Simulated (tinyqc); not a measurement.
Inside a calculation: quasiparticle equation with a plasmon-pole self-energy for two band edges. Values are carried at full precision from step to step, so a last printed digit may differ when a step is redone from the rounded ones.

For each edge E = e + X + Sc(E), with the correlation part Sc(E) = A[0]/(E - a + w) + A[1]/(E - b - w); a and b are the valence and conduction energies that enter the Green function (a = ev, b = ec in the one-shot scheme). Z = 1/(1 - dSc/dE), dSc/dE = -A[0]/(E - a + w)^2 - A[1]/(E - b - w)^2.

Parameters, chosen for this exercise (scales of the order of those of SiC; shifted at random, so the results belong to these values and not to a real crystal):
- ev = 0 eV (mean-field valence top)
- ec = 2.1 eV (mean-field conduction edge)
- w = 19.7 eV (pole energy)
- Av = (44.4, 28.8) eV^2 (weights of the valence state on the hole and electron poles)
- Ac = (28.8, 54.7) eV^2 (the same for the conduction state)
- Xv = -1.79 eV (exchange minus the mean-field potential, valence)
- Xc = 2 eV (the same, conduction)

## Linearised one-shot correction

Evaluate Sc and its slope at the mean-field energy; E = e + Z (X + Sc).

Terms:
```
edge        Sc (eV)   dSc/dE       Z  X + Sc (eV)   E (eV)
valence      0.9327  -0.1750  0.8511      -0.8573  -0.7296
conduction  -1.4555  -0.2015  0.8323       0.5445   2.5531
```

gap = 3.2827 eV
gap with Z = 1 = 3.5017 eV

The gap opens by 1.183 eV, 62 % of it by lowering the valence top. Setting Z = 1 would overshoot by 0.219 eV. X and Sc have opposite signs and are each larger than the sum they leave, so both must be converged well.

## Solving the equation for the conduction edge

Newton steps on f(E) = E - ec - Xc - Sc(E) from E = ec; the first step is the linearised result.

Iterates:
```
step   E (eV)   Sc (eV)     f (eV)
0     2.10000  -1.45555  -0.544451
1     2.55312  -1.54782   0.000944
2     2.55234  -1.54766   0.000000
3     2.55234  -1.54766   0.000000
```

The linearisation errs by +0.8 meV, as the shift is only 0.023 of the pole energy.

## All solutions for the valence state

Multiplying out gives a cubic; give its three roots and their weights Z.

roots (eV): -21.974  -0.728  23.012

weights: 0.1041  0.8474  0.0485

The weights add up to 1. The satellite below lies 21.25 eV from the main peak, 8 % more than w: this scheme places plasmon satellites too far out, and gives one where a cumulant form gives a series.

## Updating the energies in the Green function

Solve both equations exactly, put the results in place of a and b, and repeat five times; w is kept.

Cycles (eV):
```
cycle       Ev      Ec     gap
1      -0.7281  2.5523  3.2804
2      -0.7806  2.5726  3.3532
3      -0.7848  2.5726  3.3574
4      -0.7852  2.5724  3.3576
5      -0.7852  2.5724  3.3576
```

The update moves the gap by +77 meV from the one-shot value; each cycle shrinks the change to about 0.06 of the one before.

## Checks

- Sum of the weights of the three roots: both 1.000000.
- Newton result against the root by bisection (eV): both 2.55234.

tinyqc: `OMP_NUM_THREADS=1 python tinyqc.py 1880873 1880874 out.jsonl`; about 0.02 s, one thread, shared Intel(R) Xeon(R) Processor @ 2.30GHz.
